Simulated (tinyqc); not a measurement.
Spin coating of a resist or spin-on film: centrifugal thinning, evaporation and the final thickness (Emslie and Meyerhofer models): one step, computed by the program tinyqc. Command: `OMP_NUM_THREADS=1 python tinyqc.py 3112349 3112350 out.jsonl spincoat walk`. One thread of a shared host (Intel(R) Xeon(R) Processor @ 2.30GHz), about 0.09 s of CPU time with the checks.

A Newtonian film stays uniform over the wafer; solvent and solids have the same density and the concentration is uniform through the thickness.

Question. First explicit step of the full model. omega = 2 pi f/60; nu(c) = nu_s + k c^gamma; evaporation rate e = e0 sqrt(f/1000 rpm). Solids s and liquid l per area start at s = c0 h0, l = (1 - c0) h0. With h = h0 and c = c0: Q = K h^3, K = 2 omega^2/(3 nu); one Euler step of length dt = 0.01 h0/Q for s and l, ds/dt = -c Q, dl/dt = -(1 - c) Q - e.

Inputs (values chosen for the exercise, of the order of those of a polymer resist in an ester solvent): solids volume fraction c0 = 0.047; starting thickness h0 = 300 micrometre.

flow constant K = 0.003287405 1/(micrometre^2 s)

evaporation rate e = 0.07423746 micrometre/s

Give: Q; dt; s; l; Q/e at the start.

Answer.

Q = 88760 micrometre/s

dt = 3.380e-05 s

s = 13.959 micrometre

l = 283.0 micrometre

Q/e at the start = 1.196e+06
